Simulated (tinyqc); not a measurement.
# Worked calculation: on-chip power grid, static voltage drop by conjugate gradients

Computed by the program tinyqc: `OMP_NUM_THREADS=1 python tinyqc.py 2770165 2770166 out.jsonl`, one thread of a shared Intel Xeon 2.30GHz, about 0.09 s for the whole run. Printed values are rounded.

A grid of 4 rows and 4 columns, node k = 4 row + column. Neighbours in a row are joined by Rx, in a column by Ry; pad nodes, which reach the supply through Rp: 0. Each node draws I0, node 12 draws kh I0. The drops u = Vdd - V solve G u = i, with G the conductance matrix (1/Rp added on the diagonal at pad nodes).

Inputs (values chosen for the exercise): supply voltage Vdd = 0.75 V; resistance of a horizontal segment Rx = 0.16 ohm; resistance of a vertical segment Ry = 0.55 ohm; resistance from a pad node to the supply Rp = 0.036 ohm; load current of an ordinary node I0 = 10 mA; factor on the load at the hot node kh = 3.

## Diagonal of G, loads and first direction

G_kk = sum of the conductances at node k. Start u = 0, so the residual is r = i; p = r.

G_kk (S):
```
	col 0	col 1	col 2	col 3
row 0	35.84596	14.31818	14.31818	8.068182
row 1	9.886364	16.13636	16.13636	9.886364
row 2	9.886364	16.13636	16.13636	9.886364
row 3	8.068182	14.31818	14.31818	8.068182
```

r at the start (mA):
```
	col 0	col 1	col 2	col 3
row 0	10	10	10	10
row 1	10	10	10	10
row 2	10	10	10	10
row 3	30	10	10	10
```

p at the start (mA):
```
	col 0	col 1	col 2	col 3
row 0	10	10	10	10
row 1	10	10	10	10
row 2	10	10	10	10
row 3	30	10	10	10
```

## Iteration 1: conjugate-gradient step

u at the start (mV):
```
	col 0	col 1	col 2	col 3
row 0	0	0	0	0
row 1	0	0	0	0
row 2	0	0	0	0
row 3	0	0	0	0
```

q = G p; a = (r.r)/(p.q); u(new) = u + a p; r(new) = r - a q; b = (r.r)(new)/(r.r); p(new) = r(new) + b p.

q (mA S):
```
	col 0	col 1	col 2	col 3
row 0	277.7778	0.0000	0.0000	0.0000
row 1	0.0000	0.0000	0.0000	0.0000
row 2	-36.3636	0.0000	0.0000	0.0000
row 3	161.3636	-125.0000	0.0000	0.0000
```

a = 0.3996636 ohm

u after iteration 1 (mV):
```
	col 0	col 1	col 2	col 3
row 0	3.99664	3.99664	3.99664	3.99664
row 1	3.99664	3.99664	3.99664	3.99664
row 2	3.99664	3.99664	3.99664	3.99664
row 3	11.98991	3.99664	3.99664	3.99664
```

r after iteration 1 (mA):
```
	col 0	col 1	col 2	col 3
row 0	-101.0177	10.0000	10.0000	10.0000
row 1	10.0000	10.0000	10.0000	10.0000
row 2	24.5332	10.0000	10.0000	10.0000
row 3	-34.4912	59.9579	10.0000	10.0000
```

b = 6.996268

p after iteration 1 (mA):
```
	col 0	col 1	col 2	col 3
row 0	-31.0550	79.9627	79.9627	79.9627
row 1	79.9627	79.9627	79.9627	79.9627
row 2	94.4959	79.9627	79.9627	79.9627
row 3	175.3969	129.9206	79.9627	79.9627
```

## Iteration 2: conjugate-gradient step

As before.

q (mA S):
```
	col 0	col 1	col 2	col 3
row 0	-1758.349	693.860	0.000	0.000
row 1	175.426	0.000	0.000	0.000
row 2	-29.836	-181.665	0.000	0.000
row 3	431.319	118.843	-312.237	0.000
```

a = 0.09711695 ohm

u after iteration 2 (mV):
```
	col 0	col 1	col 2	col 3
row 0	0.98067	11.76237	11.76237	11.76237
row 1	11.76237	11.76237	11.76237	11.76237
row 2	13.17379	11.76237	11.76237	11.76237
row 3	29.02392	16.61413	11.76237	11.76237
```

r after iteration 2 (mA):
```
	col 0	col 1	col 2	col 3
row 0	69.74784	-57.38561	10.00000	10.00000
row 1	-7.03686	10.00000	10.00000	10.00000
row 2	27.43080	27.64278	10.00000	10.00000
row 3	-76.37958	48.41625	40.32352	10.00000
```

b = 1.210641

p after iteration 2 (mA):
```
	col 0	col 1	col 2	col 3
row 0	32.1514	39.4205	106.8061	106.8061
row 1	89.7692	106.8061	106.8061	106.8061
row 2	141.8314	124.4488	106.8061	106.8061
row 3	135.9630	205.7034	137.1296	106.8061
```

## Iteration 3: conjugate-gradient step

As before.

q (mA S):
```
	col 0	col 1	col 2	col 3
row 0	742.904	-498.248	421.160	0.000
row 1	-96.379	196.922	0.000	0.000
row 2	213.969	-114.031	-165.401	0.000
row 3	-446.548	1012.200	-183.931	-189.522
```

a = 0.1253784 ohm

u after iteration 3 (mV):
```
	col 0	col 1	col 2	col 3
row 0	5.01177	16.70484	25.15354	25.15354
row 1	23.01749	25.15354	25.15354	25.15354
row 2	30.95639	27.36557	25.15354	25.15354
row 3	46.07074	42.40491	28.95546	25.15354
```

r after iteration 3 (mA):
```
	col 0	col 1	col 2	col 3
row 0	-23.39629	5.08393	-42.80439	10.00000
row 1	5.04702	-14.68976	10.00000	10.00000
row 2	0.60369	41.93985	30.73772	10.00000
row 3	-20.39215	-78.49179	63.38448	33.76197
```

b = 0.8601518

p after iteration 3 (mA):
```
	col 0	col 1	col 2	col 3
row 0	4.2588	38.9915	49.0650	101.8694
row 1	82.2622	77.1797	101.8694	101.8694
row 2	122.6002	148.9847	122.6072	101.8694
row 3	96.5567	98.4444	181.3367	125.6314
```

## Course of the conjugate-gradient iteration

Stop when |r| is below 1e-9 mA.

Course of the iteration:
```
iteration	largest u (mV)	|r| (mA)
1	11.98991	130
2	29.02392	143
3	46.07074	132
4	57.40935	112
5	63.55121	79.0
6	65.48555	35.9
7	66.17746	17.0
8	66.71911	11.0
9	67.70063	10.9
10	68.33563	6.25
11	68.54002	2.97
12	68.58316	0.245
13	68.58396	0.0840
14	68.58503	0.0254
15	68.58514	4.87e-3
16	68.58506	1.57e-8
17	68.58506	< 1e-10
```

Converged in 17 iterations for 16 unknowns; in exact arithmetic the method needs at most 16. The condition number of the matrix is 177. Gauss-Seidel sweeps in node order need 699 to reach the same residual.

## Worst drop, pad currents and power lost

converged u (mV):
```
	col 0	col 1	col 2	col 3
row 0	6.48000	23.79904	33.74558	38.31065
row 1	40.44578	43.64204	46.74439	48.50306
row 2	57.92443	58.30785	58.86212	59.24088
row 3	68.58506	66.88634	66.08318	65.78069
```

Pad current u/Rp; worst drop as a share of Vdd; power lost in the grid and pads sum_k i_k u_k; power delivered sum_k i_k (Vdd - u_k).

worst drop = 68.58506 mV
share of Vdd = 9.144675 %
pad currents (mA): node 0 180
power lost = 9.205112 mW
power delivered = 125.7949 mW

The pad currents add up to the total load, 180.0 mA. The worst drop is at node 12; the hot node is 12.
